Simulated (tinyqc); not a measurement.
Changing the growth rate: equilibrium and kinetic segregation of a solute to boundaries and growing surfaces. Computed by tinyqc, a small Python program. Command: `OMP_NUM_THREADS=1 python tinyqc.py 3019782 3019783 out.jsonl segreg sweep`. One thread of a shared host (Intel(R) Xeon(R) Processor @ 2.30GHz), about 0.01 s of CPU time with the checks.

Inputs (values chosen for the exercise): exchange barrier E_b = 1.74 eV; surface segregation energy E_s = 0.34 eV; growth temperature T_g = 690 K.

Constants: k_B = 8.617333262e-05 eV/K.

Method. Two-state exchange during growth, dilute: jump up r_u = nu exp(-E_b/(k_B T_g)), jump back r_d = r_u exp(-E_s/(k_B T_g)), nu = 1e13 1/s. In the time 1/R of one monolayer the share carried up is p = [r_u/(r_u + r_d)] [1 - exp(-(r_u + r_d)/R)]; the tail decays as p^n, length -1/ln p monolayers; the equilibrium limit has p = r_u/(r_u + r_d).

One run for each value:
```
growth rate (monolayers/s),decay length (monolayers),share carried up p,r_u (1/s)
0.065,3.048e+02,0.9967,1.954
0.15,3.047e+02,0.9967,1.954
0.36,1.316e+02,0.9924,1.954
0.83,9.783e+00,0.9028,1.954
2,2.112e+00,0.6228,1.954
4.6,9.420e-01,0.3459,1.954
11,5.508e-01,0.1627,1.954
25,3.864e-01,0.0752,1.954
59,2.921e-01,0.0326,1.954
```

Describe and explain the trends.

Over the rows, decay length (monolayers) falls from 305 to 0.292 (exponent d ln y / d ln x -7.7e-4 between the first rows and -0.33 between the last); share carried up p falls from 0.997 to 0.0326; r_u (1/s) does not change. The length keeps its equilibrium value only while exp(-r_u/R) is small against r_d/r_u; most solute is buried before it can jump once R is well above r_u.
